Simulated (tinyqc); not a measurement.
Koster-Slater impurity in a tight-binding band, by Green functions and by supercells. Changing the impurity potential U. Computed by tinyqc, a small Python program. Command: `OMP_NUM_THREADS=1 python tinyqc.py 3019602 3019603 out.jsonl kosterslater sweep`. One thread of a shared host (Intel(R) Xeon(R) Processor @ 2.30GHz), about 0.07 s of CPU time with the checks.

One orbital per site, e(k) = -2 t sum cos(k_i) over 3 direction(s), band from -6 t to 6 t, lattice constant 1. One site has the extra energy U. Spin is left out.

Inputs (values chosen for the exercise, for a model band): hopping t = 2 eV; supercell edge N = 3 sites; energy inside the band E = 4.53 eV; broadening eta = 0.2 eV; impurity concentration c = 0.02 per site.

Lattice: simple cubic.

Constants: hbar = 6.582119569e-16 eV s.

Method:
- Outside the band G0(E) = (1/pi) int_0^pi dk (2/(pi z)) K(16 t^2/z^2), z = E + 2 t cos k, K the complete elliptic integral with parameter m; 200 Gauss-Legendre points.
- A bound state solves 1/U = G0(E).
- Bisection in ln(distance from the edge) between 1e-5 t and |U| + t. Weight on the impurity site: -1/(U^2 dG0/dE), by a central difference with step min(1e-4 t, distance/30). Decay length along an axis: 1/arccosh(1 + distance/(2 t)).
- Inside the band G0(z), z = E + i eta, comes from the chain form 1/(sqrt(y - 2t) sqrt(y + 2t)) (principal roots) at y = z + 2 t cos k + 2 t cos k', averaged over k and k' in (0, pi) with 200 Gauss-Legendre points each.
- T = U/(1 - U G0); phase shift delta = -arg(1 - U G0) in (-pi, pi]; host density of states -Im G0/pi; on the impurity -Im[G0/(1 - U G0)]/pi; lifetime of a band state hbar/(-2 c Im T).
- In a periodic cell of N sites along each direction with Bloch vector K, the level solves 1/U = N^-d sum_k 1/(E - e(k)), k_i = (2 pi m_i + K_i)/N, m_i = 0..N-1; the outermost root on the side of U is taken (bisection). d is the number of directions. Gamma means K_i = 0, the zone corner K_i = pi, the quarter point K_i = pi/2.
- The error is measured against the isolated level E_b.

One run for each value; columns: (1) impurity potential U (eV); (2) distance from the band edge (eV); (3) weight on the impurity site; (4) decay length (sites); (5) scattering lifetime (fs); (6) width between Gamma and the corner (eV):
```
(1)        (2)      (3)     (4)     (5)     (6)
-60.00  48.401  0.99327  0.3063  5.3828  0.0271
-46.30  34.821  0.98861  0.3375  5.5437  0.0461
-35.80  24.477  0.98073  0.3772  5.7572  0.0786
-27.60  16.484  0.96690  0.4316  6.0490  0.1366
-21.40  10.553  0.94300  0.5089  6.4373  0.2402
-16.50   6.026  0.89779  0.6371  6.9840  0.4442
-12.70   2.761  0.80515  0.8960  7.7554  0.8673
-9.84    0.706  0.58704  1.7074  8.8211  1.6425
```

Over the rows, distance from the band edge (eV) falls from 48.4 to 0.706; weight on the impurity site falls from 0.993 to 0.587; decay length (sites) rises from 0.306 to 1.71. In three dimensions binding starts at |U| = 3.957 t, quadratically in the excess. For large |U| the scattering lifetime tends to that of a site cut out of the lattice, T = -1/G0. The supercell width shrinks as the state tightens. Left out: -7.60 (U is too weak to bind a state, or binds it by less than 1e-5 t).
